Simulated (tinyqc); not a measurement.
From results back to parameters: polytypes by hexagonality, and a cubic inclusion as a quantum well. Three cases, with inputs chosen for the exercise.

Problem. A square well of depth V with masses m_w inside and m_b outside (first and second entry of m) binds its lowest level at the given depth below the barrier: k tan(k L/2) = (m_w/m_b) q, k = sqrt(m_w E/c), q = sqrt(m_b (V - E)/c), c = hbar^2/2m0. How many double layers wide is it?

Constants: hbar^2/2m0 = 3.80998211 eV angstrom^2.

Case 1.

Values chosen (out of a larger set: of the order of those of SiC; not measured data): m = (0.321, 0.32) m0 (electron mass along c in the cubic layer and in the host); d = 2.513 angstrom (thickness of a double layer).

V = 0.91600 eV
depth V - E = 0.27707 eV

Case 2.

Values chosen (out of a larger set: of the order of those of SiC; not measured data): m = (0.305, 0.315) m0 (electron mass along c in the cubic layer and in the host); d = 2.522 angstrom (thickness of a double layer).

V = 0.77960 eV
depth V - E = 0.33824 eV

Case 3.

Values chosen (out of a larger set: of the order of those of InP; not measured data): m = (0.08, 0.074) m0 (electron mass along c in the cubic layer and in the host); d = 3.397 angstrom (thickness of a double layer).

V = 0.10600 eV
depth V - E = 0.01790 eV

Find: k; q; L; N.

Solution. L = (2/k) arctan((m_w/m_b) q/k), and N = L/d.

Case 1.

k = 0.2320 1/angstrom
q = 0.1525 1/angstrom
L = 5.03 angstrom
N = 2.0

Case 2.

k = 0.1880 1/angstrom
q = 0.1672 1/angstrom
L = 7.57 angstrom
N = 3.0

Case 3.

k = 0.0430 1/angstrom
q = 0.0186 1/angstrom
L = 20.38 angstrom
N = 6.0

Computed by tinyqc, one run a case: `OMP_NUM_THREADS=1 python tinyqc.py N N+1 out.jsonl` with N = 1850528, 1850535, 1850616; one thread of a shared Intel(R) Xeon(R) Processor @ 2.30GHz, about 0.08 s a run at most.
